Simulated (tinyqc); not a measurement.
# Changing the central-cell strength A

Model: effective-mass impurity with a central-cell term, in a basis of Slater functions. Computed by tinyqc, a small Python program. Command: `OMP_NUM_THREADS=1 python tinyqc.py 3009670 3009671 out.jsonl centralcell sweep`. One thread of a shared host (Intel(R) Xeon(R) Processor @ 2.30GHz), about 0.02 s of CPU time with the checks.

The envelope obeys H = -nabla^2 - (2/r) [Z + A exp(-kappa r)] in effective units, with kappa = a*/lambda; positive A deepens the well near the core.

Inputs (values chosen for the exercise, for a model semiconductor):
```
quantity                    value      unit
effective mass m           0.0995       m_0
dielectric constant eps      10.8         -
charge Z of the core            2         -
central-cell range lambda     2.4  angstrom
```

Impurity: donor, one isotropic band.

Constants: Ry = 13.605693123 eV; a_0 = 0.529177210903 angstrom.

Method:
- Units: Ry* = Ry m/eps^2 and a* = a_0 eps/m, with m in m_0.
- kappa = a*/lambda; the hydrogenic ground state is bound by Z^2 Ry*.
- For s functions exp(-zeta r), with s = zeta_i + zeta_j: S = 2/s^3, T = zeta_i zeta_j S, V = -2 Z/s^2, W = -2 A/(s + kappa)^2; each function is normalised by dividing by sqrt(S_ii S_jj).
- Large basis: zeta_i = 0.06 x 1.6^(i-1), i = 1..22, same formulas; for p functions r exp(-zeta r): S = 24/s^5, T = zeta_i zeta_j S (centrifugal term included), V = -12 Z/s^4, W = -12 A/(s + kappa)^4; overlap eigenvalues below 1e-11 are dropped.
- Binding energies are -E Ry*; the effective quantum number is nu = Z/sqrt(-E); |psi(0)|^2 is given relative to the hydrogenic Z^3/(pi a*^3).

One run for each value; columns: (1) central-cell strength A; (2) 1s binding energy (meV); (3) 2s binding energy (meV); (4) 2p binding energy (meV); (5) effective quantum number of 1s; (6) relative |psi(0)|^2:
```
(1)       (2)     (3)     (4)     (5)         (6)
-9.40   40.84  10.875  11.603  1.0662  1.8344e-01
-6.30   42.16  11.055  11.604  1.0494  3.0408e-01
-3.30   43.84  11.277  11.605  1.0291  5.1904e-01
-0.23   46.21  11.579  11.606  1.0023  9.5184e-01
2.80    49.68  11.997  11.608  0.9667  1.8693e+00
5.90    55.44  12.636  11.609  0.9151  4.1333e+00
8.90    65.58  13.620  11.610  0.8414  1.0089e+01
12.00   87.48  15.300  11.612  0.7285  2.8930e+01
15.00  136.33  17.806  11.613  0.5836  8.4302e+01
```

Describe and explain the trends.

Over the rows, 1s binding energy (meV) rises from 40.8 to 136; 2s binding energy (meV) rises from 10.9 to 17.8; 2p binding energy (meV) rises from 11.603 to 11.613. The central cell acts through the density at the core, which is largest for 1s, smaller for 2s (an eighth for hydrogenic states) and zero for 2p.

Caution (rows 8.90, 12.0, 15.0): the density at the core is many times hydrogenic, so the result hangs on the model potential inside one cell, where the envelope picture is weak.

Extremes, crossings and ranges named in words are read from the listed rows.
